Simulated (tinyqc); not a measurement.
## A double barrier with mass mismatch, transfer matrices: resonance against the width of the second barrier

One electron of energy E comes from the left lead (band edge 0); no transverse momentum. Parabolic bands, masses in units of m0, C = hbar^2/(2 m0); psi and psi'/m are continuous at every interface. Barrier d1, well Lw, barrier d2; the right lead equals the left one.

For the pair (psi, psi'/m) a flat layer has M = [[cos kd, (m/k) sin kd], [-(k/m) sin kd, cos kd]] with k = sqrt(m (E - U)/C) above its edge U, and M = [[cosh Kd, (m/K) sinh Kd], [(K/m) sinh Kd, cosh Kd]] with K = sqrt(m (U - E)/C) below it. The matrices are multiplied with later layers to the left. With M acting on (psi, psi'/m) and v = k/m in each lead, T(E) = 4 vL vR/[(vL vR M12 - M21)^2 + (vR M11 + vL M22)^2]. The lowest resonance is the first maximum of T(E); its width is the full width at half maximum, and tau = hbar/width.

Values chosen for this exercise; masses and offsets close to those of InGaAs wells and InAlAs barriers:
```
symbol,value,unit,meaning
mL,0.041,m0,mass in the left lead
U1,0.52,eV,barrier height
m1,0.073,m0,barrier mass
d1,2.5,nm,width of the first barrier
Lw,3.6,nm,"well width (edge 0, mass mL)"
```

Constants: q = 1.602176634e-19 C, hbar = 1.054571817e-34 J s, m0 = 9.1093837015e-31 kg, hbar^2/(2 m0) = 0.0380998212 eV nm^2. Results are converted to the units shown.

Results:

| d2 (nm) | E_r (eV) | peak T(E) | width (meV) | tau (fs) |
|---|---|---|---|---|
| 1.25 | 0.1819 | 0.4159 | 38.96 | 16.89 |
| 2.5 | 0.1818 | 1.000 | 8.451 | 77.88 |
| 3.12 | 0.1818 | 0.7871 | 5.750 | 114.5 |
| 3.75 | 0.1818 | 0.4160 | 4.753 | 138.5 |
| 4.38 | 0.1818 | 0.1764 | 4.394 | 149.8 |
| 5 | 0.1818 | 0.06898 | 4.265 | 154.3 |

Estimate the missing row, d2 = 1.88 nm.

Computed row:

| d2 (nm) | E_r (eV) | peak T(E) | width (meV) | tau (fs) |
|---|---|---|---|---|
| 1.88 | 0.1817 | 0.7870 | 15.97 | 41.21 |

With this row back in the table: The peak T(E) goes from 0.416 through a maximum of 1.00 (at d2 = 2.5 nm among the rows listed) to 0.0690, and the width falls from 39.0 to 4.27 meV; E_r stays between 0.1817 and 0.1819 eV. Equal barriers, d2 = d1 = 2.5 nm, give a peak of 1. Once d2 is the thicker barrier the electron leaves mainly through d1, so the width levels off.

Range of the model: Masses are held fixed, although real bands cease to be parabolic a few tenths of an eV from their edges (inside a barrier too).

tinyqc, about 0.03 s, one thread, Intel Xeon 2.30GHz (shared host): `OMP_NUM_THREADS=1 python tinyqc.py 2560045 2560046 out.jsonl`
